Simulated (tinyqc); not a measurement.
Modulation-doped quantum well, Poisson-Schroedinger loop: one step of the calculation.

A well of width L centred at z = 0 between barriers Vb; effective-mass electrons in two equivalent valleys, parabolic bands. The electrons come from donor sheets outside the mesh, a share fL of Ns on the left and the rest on the right, so the structure is neutral. Energies are counted from the band edge of the well, with U = 0 on the first node in the Hartree part.

Question. Density, output potential and mixing. n_i = sum_k N_k |psi_k|^2 (converted to cm^-3). Hartree part by Gauss: on the interval after node i the enclosed sheet charge is S_i = fL Ns - hz sum_(j<=i) n_j, and U_(i+1) = U_i + q S_i hz/(eps0 eps_r) in eV, U_1 = 0. Mixing: U(new) = U + a (U(out) - U).

Parameters, values chosen for the exercise; material values close to those of strained Si in SiGe (two lower valleys):
- eps_r = 11.8 (relative permittivity (all layers))
- Ns = 2e12 cm^-2 (sheet density of electrons)
- fL = 1 (share of the donors on the left side)
- a = 0.5 (mixing factor)

Constants: q = 1.602176634e-19 C, eps0 = 8.8541878128e-14 F/cm where lengths are in cm. Results are converted to the units shown.

```
node	z (nm)	U after round 1 (eV)	|psi|^2 of E1 (1/nm)	|psi|^2 of E2 (1/nm)
1	-2.02635	0.000000000	0.00134288	0.01033572
2	-1.81305	0.003270243	0.00620783	0.04226585
3	-1.59975	0.006537254	0.01770053	0.09911073
4	-1.38645	0.009794703	0.04335825	0.18776886
5	-1.17315	0.013027762	0.10043759	0.32053295
6	-0.95985	0.016202026	0.22774813	0.51731391
7	-0.74655	0.019238137	0.37135629	0.54586419
8	-0.53325	0.022041056	0.50169881	0.38968317
9	-0.31995	0.024517630	0.59409017	0.15859487
10	-0.10665	0.026594013	0.63309992	0.01045214
11	0.10665	0.028229475	0.61406703	0.04473397
12	0.31995	0.029424016	0.54256532	0.23905603
13	0.53325	0.030218367	0.43249482	0.46658251
14	0.74655	0.030686373	0.30335821	0.57978172
15	0.95985	0.030921186	0.17708908	0.50572185
16	1.17315	0.031017847	0.07444294	0.29194429
17	1.38645	0.031055712	0.03052617	0.15962496
18	1.59975	0.031069187	0.01184402	0.07917355
19	1.81305	0.031073101	0.00397219	0.03210196
20	2.02635	0.031073782	0.00083236	0.00758929
```

N_k (cm^-2): E1 2e12, E2 3.8294662e-15

Find: n; U(out); U after round 2.

Answer.

```
node	n (1e19 cm^-3)	U(out) (eV)	U after round 2 (eV)
1	0.003	0.00000	0.00000
2	0.012	0.00654	0.00491
3	0.035	0.01307	0.00980
4	0.087	0.01958	0.01469
5	0.201	0.02602	0.01953
6	0.455	0.03233	0.02427
7	0.743	0.03832	0.02878
8	1.003	0.04379	0.03291
9	1.188	0.04856	0.03654
10	1.266	0.05250	0.03955
11	1.228	0.05556	0.04189
12	1.085	0.05776	0.04359
13	0.865	0.05920	0.04471
14	0.607	0.06004	0.04536
15	0.354	0.06046	0.04569
16	0.149	0.06063	0.04582
17	0.061	0.06069	0.04587
18	0.024	0.06072	0.04589
19	0.008	0.06072	0.04590
20	0.002	0.06072	0.04590
```

tinyqc, about 0.1 s, one thread, Intel Xeon 2.30GHz (shared host): `OMP_NUM_THREADS=1 python tinyqc.py 2140026 2140027 out.jsonl`
